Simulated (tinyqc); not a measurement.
Hueckel theory of the pi electrons with the omega technique, for the molecule c1ccc(-c2ccccc2)cc1 (SMILES; centres numbered as the heavy atoms are written), step by step. Computed by tinyqc, a small Python program that keeps every step. Settings: charge = 0, omega = 0.6, damping = 0.5. Command: `OMP_NUM_THREADS=1 python tinyqc.py 29240 29241 out.jsonl` (the two numbers bound the seeds that draw the settings). One thread of a shared host (Intel(R) Xeon(R) Processor @ 2.60GHz), about 0.01 s of CPU time with the checks.

## The Hueckel matrix

Centres:
```
centre  z_r, pi electrons of the neutral centre         h
1C                                            1  0.000000
2C                                            1  0.000000
3C                                            1  0.000000
4C                                            1  0.000000
5C                                            1  0.000000
6C                                            1  0.000000
7C                                            1  0.000000
8C                                            1  0.000000
9C                                            1  0.000000
10C                                           1  0.000000
11C                                           1  0.000000
12C                                           1  0.000000
```

Bonds:
```
i    j  k
1    2  1
2    3  1
3    4  1
4    5  1
5    6  1
6    7  1
7    8  1
8    9  1
9   10  1
4   11  1
11  12  1
12   1  1
10   5  1
```

H_rr = alpha + h_r beta, H_rs = k_rs beta for bonded centres.

Hueckel matrix in units of beta (H = alpha + beta A):
```
           1C        2C        3C        4C        5C        6C        7C        8C
1C   0.000000  1.000000  0.000000  0.000000  0.000000  0.000000  0.000000  0.000000
2C   1.000000  0.000000  1.000000  0.000000  0.000000  0.000000  0.000000  0.000000
3C   0.000000  1.000000  0.000000  1.000000  0.000000  0.000000  0.000000  0.000000
4C   0.000000  0.000000  1.000000  0.000000  1.000000  0.000000  0.000000  0.000000
5C   0.000000  0.000000  0.000000  1.000000  0.000000  1.000000  0.000000  0.000000
6C   0.000000  0.000000  0.000000  0.000000  1.000000  0.000000  1.000000  0.000000
7C   0.000000  0.000000  0.000000  0.000000  0.000000  1.000000  0.000000  1.000000
8C   0.000000  0.000000  0.000000  0.000000  0.000000  0.000000  1.000000  0.000000
9C   0.000000  0.000000  0.000000  0.000000  0.000000  0.000000  0.000000  1.000000
10C  0.000000  0.000000  0.000000  0.000000  1.000000  0.000000  0.000000  0.000000
11C  0.000000  0.000000  0.000000  1.000000  0.000000  0.000000  0.000000  0.000000
12C  1.000000  0.000000  0.000000  0.000000  0.000000  0.000000  0.000000  0.000000

           9C       10C       11C       12C
1C   0.000000  0.000000  0.000000  1.000000
2C   0.000000  0.000000  0.000000  0.000000
3C   0.000000  0.000000  0.000000  0.000000
4C   0.000000  0.000000  1.000000  0.000000
5C   0.000000  1.000000  0.000000  0.000000
6C   0.000000  0.000000  0.000000  0.000000
7C   0.000000  0.000000  0.000000  0.000000
8C   1.000000  0.000000  0.000000  0.000000
9C   0.000000  1.000000  0.000000  0.000000
10C  1.000000  0.000000  0.000000  0.000000
11C  0.000000  0.000000  0.000000  1.000000
12C  0.000000  0.000000  1.000000  0.000000
```

## Orbitals, round 1

pi electrons, sum of z_r less the charge = 12

Diagonalise; E = alpha + x beta with beta < 0, so the largest x are filled first; degenerate levels share their electrons. P = sum n_i c_ri c_si; each orbital has its largest coefficient positive (the first on a tie).

x values: 2.278414  1.891220  1.317431  1.000000  1.000000  0.704624  -0.704624  -1.000000  -1.000000  -1.317431  -1.891220  -2.278414

occupations: 2.000000  2.000000  2.000000  2.000000  2.000000  2.000000  0.000000  0.000000  0.000000  0.000000  0.000000  0.000000

coefficients:
```
          MO1        MO2        MO3        MO4        MO5        MO6        MO7        MO8
1C   0.183073   0.339862   0.438831   0.000000   0.000000   0.398002   0.398002   0.000000
2C   0.208558   0.321377   0.289065   0.477909  -0.146979   0.140221  -0.140221   0.464929
3C   0.292109   0.267932  -0.058008   0.477909  -0.146979  -0.299199  -0.299199  -0.464929
4C   0.456986   0.185342  -0.365487   0.000000   0.000000  -0.351043   0.351043   0.000000
5C   0.456986  -0.185342  -0.365487   0.000000   0.000000   0.351043   0.351043   0.000000
6C   0.292109  -0.267932  -0.058008   0.146979   0.477909   0.299199  -0.299199   0.183959
7C   0.208558  -0.321377   0.289065   0.146979   0.477909  -0.140221  -0.140221  -0.183959
8C   0.183073  -0.339862   0.438831   0.000000   0.000000  -0.398002   0.398002   0.000000
9C   0.208558  -0.321377   0.289065  -0.146979  -0.477909  -0.140221  -0.140221   0.183959
10C  0.292109  -0.267932  -0.058008  -0.146979  -0.477909   0.299199  -0.299199  -0.183959
11C  0.292109   0.267932  -0.058008  -0.477909   0.146979  -0.299199  -0.299199   0.464929
12C  0.208558   0.321377   0.289065  -0.477909   0.146979   0.140221  -0.140221  -0.464929

           MO9       MO10       MO11       MO12
1C    0.000000   0.438831   0.339862  -0.183073
2C   -0.183959  -0.289065  -0.321377   0.208558
3C    0.183959  -0.058008   0.267932  -0.292109
4C    0.000000   0.365487  -0.185342   0.456986
5C    0.000000  -0.365487  -0.185342  -0.456986
6C    0.464929   0.058008   0.267932   0.292109
7C   -0.464929   0.289065  -0.321377  -0.208558
8C    0.000000  -0.438831   0.339862   0.183073
9C    0.464929   0.289065  -0.321377  -0.208558
10C  -0.464929   0.058008   0.267932   0.292109
11C  -0.183959  -0.058008   0.267932  -0.292109
12C   0.183959  -0.289065  -0.321377   0.208558
```

charge and bond-order matrix P:
```
            1C         2C         3C         4C         5C         6C         7C         8C
1C    1.000000   0.660128   0.000000  -0.306900   0.000000   0.112086   0.000000  -0.095646
2C    0.660128   1.000000   0.676614   0.000000  -0.041365   0.000000   0.008220   0.000000
3C    0.000000   0.676614   1.000000   0.618763   0.000000  -0.145230   0.000000   0.112086
4C   -0.306900   0.000000   0.618763   1.000000   0.369667   0.000000  -0.041365   0.000000
5C    0.000000  -0.041365   0.000000   0.369667   1.000000   0.618763   0.000000  -0.306900
6C    0.112086   0.000000  -0.145230   0.000000   0.618763   1.000000   0.676614   0.000000
7C    0.000000   0.008220   0.000000  -0.041365   0.000000   0.676614   1.000000   0.660128
8C   -0.095646   0.000000   0.112086   0.000000  -0.306900   0.000000   0.660128   1.000000
9C    0.000000   0.008220   0.000000  -0.041365   0.000000  -0.323386   0.000000   0.660128
10C   0.112086   0.000000  -0.145230   0.000000   0.618763   0.000000  -0.323386   0.000000
11C   0.000000  -0.323386   0.000000   0.618763   0.000000  -0.145230   0.000000   0.112086
12C   0.660128   0.000000  -0.323386   0.000000  -0.041365   0.000000   0.008220   0.000000

            9C        10C        11C        12C
1C    0.000000   0.112086   0.000000   0.660128
2C    0.008220   0.000000  -0.323386   0.000000
3C    0.000000  -0.145230   0.000000  -0.323386
4C   -0.041365   0.000000   0.618763   0.000000
5C    0.000000   0.618763   0.000000  -0.041365
6C   -0.323386   0.000000  -0.145230   0.000000
7C    0.000000  -0.323386   0.000000   0.008220
8C    0.660128   0.000000   0.112086   0.000000
9C    1.000000   0.676614   0.000000   0.008220
10C   0.676614   1.000000  -0.145230   0.000000
11C   0.000000  -0.145230   1.000000   0.676614
12C   0.008220   0.000000   0.676614   1.000000
```

Within a degenerate level the vectors are fixed only up to a rotation; this is one choice.

## Omega technique, round 1

h_r = h_r(0) + omega q_r, omega = 0.6, with q_r = z_r - P_rr; 0.5 of the old diagonal is kept.

matrix after round 1:
```
           1C        2C        3C        4C        5C        6C        7C        8C
1C   0.000000  1.000000  0.000000  0.000000  0.000000  0.000000  0.000000  0.000000
2C   1.000000  0.000000  1.000000  0.000000  0.000000  0.000000  0.000000  0.000000
3C   0.000000  1.000000  0.000000  1.000000  0.000000  0.000000  0.000000  0.000000
4C   0.000000  0.000000  1.000000  0.000000  1.000000  0.000000  0.000000  0.000000
5C   0.000000  0.000000  0.000000  1.000000  0.000000  1.000000  0.000000  0.000000
6C   0.000000  0.000000  0.000000  0.000000  1.000000  0.000000  1.000000  0.000000
7C   0.000000  0.000000  0.000000  0.000000  0.000000  1.000000  0.000000  1.000000
8C   0.000000  0.000000  0.000000  0.000000  0.000000  0.000000  1.000000  0.000000
9C   0.000000  0.000000  0.000000  0.000000  0.000000  0.000000  0.000000  1.000000
10C  0.000000  0.000000  0.000000  0.000000  1.000000  0.000000  0.000000  0.000000
11C  0.000000  0.000000  0.000000  1.000000  0.000000  0.000000  0.000000  0.000000
12C  1.000000  0.000000  0.000000  0.000000  0.000000  0.000000  0.000000  0.000000

           9C       10C       11C       12C
1C   0.000000  0.000000  0.000000  1.000000
2C   0.000000  0.000000  0.000000  0.000000
3C   0.000000  0.000000  0.000000  0.000000
4C   0.000000  0.000000  1.000000  0.000000
5C   0.000000  1.000000  0.000000  0.000000
6C   0.000000  0.000000  0.000000  0.000000
7C   0.000000  0.000000  0.000000  0.000000
8C   1.000000  0.000000  0.000000  0.000000
9C   0.000000  1.000000  0.000000  0.000000
10C  1.000000  0.000000  0.000000  0.000000
11C  0.000000  0.000000  0.000000  1.000000
12C  0.000000  0.000000  1.000000  0.000000
```

## Convergence

Each round sets h_r = h_r(0) + omega (z_r - P_rr), keeping the share named as damping of the old diagonal; repeat until output and input diagonals agree to 1e-6.

Rounds:
```
round    sum n x  largest |h(out) - h(in)|
1      16.383377                  5.33e-16
```

Converged in 1 rounds.

## Energy, charges, bond orders

E = sum n x; q_r = z_r - P_rr; bond order p = P_rs; free valence = sqrt(3) - sum of p over the bonds of the atom.

pi energy = 12 alpha + this times beta = 16.383377

pi charges: 1C 0.000000, 2C 0.000000, 3C 0.000000, 4C 0.000000, 5C 0.000000, 6C 0.000000, 7C 0.000000, 8C 0.000000, 9C 0.000000, 10C 0.000000, 11C 0.000000, 12C 0.000000

Bond orders and lengths from R = 1.517 - 0.180 p (angstrom, C-C alone):
```
bond          p         R
1-2    0.660128  1.398177
2-3    0.676614  1.395209
3-4    0.618763  1.405623
4-5    0.369667  1.450460
5-6    0.618763  1.405623
6-7    0.676614  1.395209
7-8    0.660128  1.398177
8-9    0.660128  1.398177
9-10   0.676614  1.395209
4-11   0.618763  1.405623
11-12  0.676614  1.395209
12-1   0.660128  1.398177
10-5   0.618763  1.405623
```

free valence of the carbons: 1C 0.411795, 2C 0.395309, 3C 0.436673, 4C 0.124857, 5C 0.124857, 6C 0.436673, 7C 0.395309, 8C 0.411795, 9C 0.395309, 10C 0.436673, 11C 0.436673, 12C 0.395309

gap between the highest filled and the next level = 1.409249 |beta|
